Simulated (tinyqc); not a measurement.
Inside a calculation. Method: harmonic frequencies on the UHF/sto-3g surface (energies and gradients from PySCF), for H4+, spin multiplicity 2. One step of it, computed by the program tinyqc.

Problem. One row of the Hessian: 1Hy. Displace 1Hy by +/-0.002 bohr; H(k, :) = (g(+) - g(-)) / (2 delta).

optimised positions (bohr):
```
            x          y          z
1H  -0.073633   0.398226   1.035410
2H  -0.231217  -1.409810   1.581418
3H  -0.025787   2.186872  -0.315318
4H   0.226702   2.615502   1.175586
```

gradient at +delta (hartree/bohr):
```
              x            y            z
1H   0.00002543   0.00027126  -0.00005922
2H  -0.00001234  -0.00013224   0.00002894
3H   0.00000238  -0.00005240   0.00006596
4H  -0.00001547  -0.00008662  -0.00003568
```

gradient at -delta (hartree/bohr):
```
              x            y            z
1H  -0.00001271  -0.00025052   0.00006286
2H   0.00000697   0.00013667  -0.00003581
3H  -0.00000139   0.00004720  -0.00003630
4H   0.00000713   0.00006665   0.00000925
```

Give: row of the Hessian.

Solution.

row of the Hessian (hartree/bohr^2): 1Hx 0.009535, 1Hy 0.130444, 1Hz -0.030521, 2Hx -0.004828, 2Hy -0.067226, 2Hz 0.016188, 3Hx 0.000943, 3Hy -0.024900, 3Hz 0.025566, 4Hx -0.005650, 4Hy -0.038318, 4Hz -0.011233
